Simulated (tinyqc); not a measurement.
## MOSFET in the linear regime without short-channel effects, parameter extraction from computed curves: extraction methods against the second mobility attenuation factor

Inversion charge Q = Cox n Vt W0(exp((Vg - VT)/(n Vt))), W0 the Lambert function and n = nf; u = Q/Cox; mobility mu = mu0/(1 + th1 u + th2 u^2); channel resistance Rch = (L - dL)/(W mu Q); Id = Vd/(Rch + Rsd/W). Cox = eps0 eox/tox. Small Vd, no channel-length or drain effects.

From the continuous curve Id(Vg): tangent at peak gm (V_ext = Vg - Id/gm); constant current Id = 0.1 uA W/L; peak of d2Id/dVg2; Y = Id/sqrt(gm) drawn through Vg = VT + 0.6 and VT + 0.8 V, with intercept VT_Y and slope s. Mobilities gm,max L/(W Cox Vd) and s^2 L/(W Cox Vd) with the drawn L. Last column: share of Rsd/W in the total resistance at VT + 0.8 V.

Inputs (values chosen for the exercise); channel values of the order met in silicon transistors:
- T = 300 K (temperature)
- eox = 22.5 (relative permittivity of the gate insulator (close to hafnium oxide))
- tox = 7.8 nm (insulator thickness)
- mu0 = 120 cm^2/(V s) (low-field mobility)
- th1 = 0.44 1/V (first mobility attenuation factor)
- VT = 0.62 V (threshold voltage)
- nf = 1.1 (body factor)
- W = 1 um (gate width)
- L = 0.093 um (drawn gate length)
- dL = 0.017 um (drawn less effective length)
- Rsd = 130 ohm um (source plus drain resistance)
- Vd = 0.05 V (drain voltage)

Constants: q = 1.602176634e-19 C, kB = 1.380649e-23 J/K, Vt = kB T/q, eps0 = 8.8541878128e-14 F/cm where lengths are in cm. Results are converted to the units shown.

Result of one run:
columns A: th2 (1/V^2); B: V_ext (V); C: constant current (V); D: second derivative (V); E: VT_Y (V); F: mobility from gm (cm^2/(V s)); G: mobility from Y (cm^2/(V s)); H: series share (%)
```
A      B      C      D      E     F    G     H
0  0.615  0.578  0.610  0.664  95.4  134  22.1
```

What becomes of these results when the second mobility attenuation factor th2 is changed from 0 to 0.3 1/V^2, all else the same?

Result of the changed run:
columns A: th2 (1/V^2); B: V_ext (V); C: constant current (V); D: second derivative (V); E: VT_Y (V); F: mobility from gm (cm^2/(V s)); G: mobility from Y (cm^2/(V s)); H: series share (%)
```
A        B      C      D      E     F    G     H
0.3  0.614  0.578  0.610  0.738  94.4  194  20.3
```

The whole series:
columns A: th2 (1/V^2); B: V_ext (V); C: constant current (V); D: second derivative (V); E: VT_Y (V); F: mobility from gm (cm^2/(V s)); G: mobility from Y (cm^2/(V s)); H: series share (%)
```
A         B      C      D      E     F    G     H
0     0.615  0.578  0.610  0.664  95.4  134  22.1
0.06  0.615  0.578  0.610  0.679  95.2  144  21.7
0.12  0.615  0.578  0.610  0.693  95.0  155  21.3
0.18  0.615  0.578  0.610  0.708  94.8  166  20.9
0.24  0.614  0.578  0.610  0.723  94.6  179  20.6
0.3   0.614  0.578  0.610  0.738  94.4  194  20.3
0.36  0.614  0.578  0.610  0.753  94.2  210  19.9
```

The model has VT = 0.62 V and mu0 = 120 cm^2/(V s). Over the table the extracted thresholds move by 1.3 mV (tangent), under 0.5 mV (constant current), under 0.5 mV (second derivative), 89 mV (Y function). The mobility from gm falls from 95.4 to 94.2 and that from Y rises from 134 to 210 cm^2/(V s).

Numbers from tinyqc (`OMP_NUM_THREADS=1 python tinyqc.py 2210011 2210012 out.jsonl`; about 0.01 s on one thread of a shared Intel Xeon 2.30GHz).
